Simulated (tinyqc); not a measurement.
Inside a calculation: Gamma, L and X subbands of a thin body with non-parabolic valleys. Values are carried at full precision from step to step, so a last printed digit may differ when a step is redone from the rounded ones.

Hard walls, flat band, c = hbar^2/2m0, energies from the bulk Gamma edge. For a valley at angle theta to the normal 1/m_z = cos^2/ml + sin^2/mt and m_d = sqrt(ml mt^2/m_z). Subband n starts at E_v + e with e (1 + a e) = c (n pi/t)^2/m_z, and its density-of-states mass is taken as m_d (1 + 2 a e), without further growth at higher in-plane energy. Groups are named by valley and degeneracy.

Constants: hbar^2/2m0 = 3.80998211 eV angstrom^2; kB = 8.617333262e-05 eV/K.

Inputs chosen for the exercise (near those of a thin Ge channel; not measured data):
- face = 110 (surface)
- mG = 0.0382 m0 (Gamma mass)
- aG = 1.03 1/eV (Gamma non-parabolicity)
- EL = -0.163 eV (L edge above Gamma)
- mL = (1.543, 0.082) m0 (L valleys (four, along <111>): ml, mt)
- EX = 0.015 eV (X edge above Gamma)
- mX = (0.899, 0.191) m0 (Delta valleys (six, along <100>): ml, mt)
- aS = 0.56 1/eV (non-parabolicity of L and X)
- t = 50 angstrom (body thickness)
- Ns = 6.5 x 1e12/cm^2 (sheet density)
- T = 300 K (temperature)
- eot = 10 angstrom (equivalent oxide thickness)

## Valley groups

List degeneracy, edge, m_z, m_d and a.

Groups:
```
group  g  E_v (eV)     m_z     m_d  a (1/eV)
G1     1     0.000  0.0382  0.0382      1.03
L2     2    -0.163  0.2224  0.2160      0.56
L2'    2    -0.163  0.0820  0.3557      0.56
X4     4     0.015  0.3151  0.3226      0.56
X2     2     0.015  0.1910  0.4144      0.56
```

## Subband edges

n = 1 to 8 for each group; list the ten lowest.

Subbands:
```
subband  g   E (eV)  DOS mass
L2 n=1   2  -0.0977    0.2318
L2' n=1  2   0.0047    0.4225
X4 n=1   4   0.0615    0.3395
L2 n=2   2   0.0757    0.2737
X2 n=1   2   0.0906    0.4494
X4 n=2   4   0.1890    0.3855
X2 n=2   2   0.2882    0.5412
G1 n=1   1   0.3006    0.0619
L2 n=3   2   0.3168    0.3321
X4 n=3   4   0.3729    0.4520
```

The lowest subband is L2 n=1, 102 meV below L2' n=1; in the bulk the lowest valley is L.

## Filling and quantum capacitance

n_i = g m/(2 pi c) kB T ln(1 + exp((EF - E_i)/kB T)), sum n_i = Ns (1e12/cm^2 = 1e-4/angstrom^2), c = hbar^2/2m0. Quantum capacitance Cq = 1602.176634 sum g m/(2 pi c) f_i in microfarad/cm^2 with f_i = 1/(1 + exp((E_i - EF)/kB T)); Cox = 34.5313/eot (one gate); C/Cox = Cq/(Cq + Cox), the centroid term left out.

Over the ten listed subbands, named by valley (G, L, X), degeneracy and number.

EF = -0.0760 eV

n_i in the order of the list (1e12/cm^2): 6.002  0.394  0.072  0.017  0.015  0.001  0.000  0.000  0.000  0.000

Cq = 24.70 microfarad/cm^2
Cox = 3.453 microfarad/cm^2
C/Cox = 0.877

EF lies 22 meV above the lowest edge; Gamma holds 0 % of the electrons. The density of states is ample: only 12 % of the gate capacitance is lost.

## Checks

- Cq against the slope dNs/dEF by finite differences, microfarad/cm^2: both 24.70.

tinyqc: `OMP_NUM_THREADS=1 python tinyqc.py 1251041 1251042 out.jsonl`; about 0.04 s, one thread, shared Intel(R) Xeon(R) Processor @ 2.30GHz.
